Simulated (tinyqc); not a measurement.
Koster-Slater impurity in an sp3s* host: one step. A first estimate from the table.

Parameters, chosen for this exercise (out of a larger set: near a published set for Ge; not measured data): V = -9.8 eV (shift of the p levels).

G(E) (1/eV):
```
E (eV)           G_s         G_p
0.000000  -0.1386914   0.0196639
0.098273  -0.1603238  -0.0078025
0.196546  -0.1863175  -0.0317682
0.294819  -0.2184253  -0.0559867
0.393092  -0.2595119  -0.0826552
0.491365  -0.3146907  -0.1143833
0.589637  -0.3943476  -0.1557788
0.687910  -0.5247800  -0.2179248
0.786183  -0.8226427  -0.3464885
```

Task: A defect that shifts the p level of its anion site by V has a level where the host Green function G_p(E) equals 1/V; E is counted from the top of the valence band. Find it by linear interpolation between the two rows that bracket it.

Give: 1/V; estimated level.

Result:

1/V = -0.10204 1/eV
estimated level = 0.453 eV

Program tinyqc; command `OMP_NUM_THREADS=1 python tinyqc.py 1450053 1450054 out.jsonl`; about 0.08 s on one thread of a shared Intel(R) Xeon(R) Processor @ 2.30GHz.
